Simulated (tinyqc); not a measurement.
Sub-threshold conduction and electro-thermal threshold of an amorphous chalcogenide: one step of the calculation.

Trap-limited conduction: I = I0 exp(-Ea/kB T) sinh(q V dz/(2 ua kB T)), I0 = 2 q A Nt dz/ta. One lumped temperature T = T0 + Rt I V. The threshold is the largest V for which a steady state exists on the low-current branch.

Task. Self-heating. I at the present T, then T(new) = T0 + Rt I V.

Inputs (values chosen for the exercise); values of the order of Ge-Sb-Te and related chalcogenides:
- T0 = 358 K (ambient temperature)
- A = 1700 nm^2 (cross-section)
- ua = 31 nm (amorphous thickness)
- dz = 8.6 nm (distance between traps)
- Ea = 0.32 eV (activation energy)
- Nt = 3.9e19 cm^-3 (trap density)
- ta = 2e-14 s (attempt time)
- Rt = 3.1 K/uW (thermal resistance)
- V = 0.566 V (voltage across the amorphous layer)

Constants: q = 1.602176634e-19 C, kB = 1.380649e-23 J/K. Results are converted to the units shown.

T at the start = 358 K

Wanted: I; T after iteration 1.

Result.

I = 1.8089 uA
T after iteration 1 = 361.17 K

Range of the model: Purely electronic switching mechanisms, filaments and series resistance are left out.

Computed by the program tinyqc: `OMP_NUM_THREADS=1 python tinyqc.py 2490042 2490043 out.jsonl`, one thread of a shared Intel Xeon 2.30GHz, about 0.01 s for the whole run.
